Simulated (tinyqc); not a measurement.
Moving the second set by strain or alloying: electrons shared among three sets of ellipsoidal valleys.

F_j(eta) = (1/Gamma(j + 1)) integral_0^infinity x^j dx/(1 + exp(x - eta)), which tends to exp(eta) for eta << 0.

Sets Delta2, Delta4, L: N_i = M_i times N = 2 (m kB T/(4 pi c))^(3/2) with c = hbar^2/2m0, in 1/angstrom^3; times 1e24 for 1/cm^3, m = (ml mt^2)^(1/3); n = sum_i N_i F_1/2((EF - dE_i)/kT), energies from the edge of the first set; mu_drift = sum of share times mobility.

Constants: hbar^2/2m0 = 3.80998211 eV angstrom^2; kB = 8.617333262e-05 eV/K.

Parameters, chosen for this exercise (masses and offsets near those of Si; mobilities are free inputs, held fixed; the results hold for these values, not for the real material):
```
symbol  value                     unit        meaning
dE      (0, 0.131, 1.009)         eV          edges of Delta2, Delta4, L above the first, the first two split by strain
M       (2, 4, 4)                             valleys in each set
ml      (0.891, 0.891, 1.69)      m0          longitudinal masses of Delta2, Delta4, L
mt      (0.1862, 0.1862, 0.1176)  m0          transverse masses
mu      (2000, 1100, 480)         cm^2/(V s)  mobility of each set, for current in the plane normal to the Delta2 axis
n       1e+18                     1/cm^3      total electron density
T       400                       K
```

The second entry of dE is replaced by the values listed; a negative value puts that set lowest.

Populations:
```
offset (eV),EF (eV),share Delta2,share Delta4,share L,mu_drift
-0.100,-0.2143,0.0271,0.9729,0.0000,1124
-0.050,-0.1673,0.1058,0.8942,0.0000,1195
0.000,-0.1275,0.3333,0.6667,0.0000,1400
0.025,-0.1129,0.5063,0.4937,0.0000,1556
0.050,-0.1027,0.6779,0.3221,0.0000,1710
0.150,-0.0899,0.9743,0.0257,0.0000,1977
0.200,-0.0892,0.9938,0.0062,0.0000,1994
0.300,-0.0890,0.9997,0.0003,0.0000,2000
```

Give the missing row, offset (eV) = 0.100.

Computed row:
```
offset (eV)  EF (eV)  share Delta2  share Delta4  share L  mu_drift
0.100        -0.0928        0.8990        0.1010   0.0000      1909
```

The share of Delta2 goes from 0.027 to 1.000 and the mean mobility from 1124 to 2000 cm^2/(V s). Delta2 and Delta4 hold equal numbers between offset = 0 and 0.025 eV. The share of L is at most 3.5e-13. With Boltzmann statistics the first two sets are equal at kT ln(N_2/N_1) = 0.0239 eV.

Run: tinyqc, `OMP_NUM_THREADS=1 python tinyqc.py 1651195 1651196 out.jsonl`; Intel(R) Xeon(R) Processor @ 2.30GHz, one thread, shared host; about 0.01 s of CPU time with all checks.
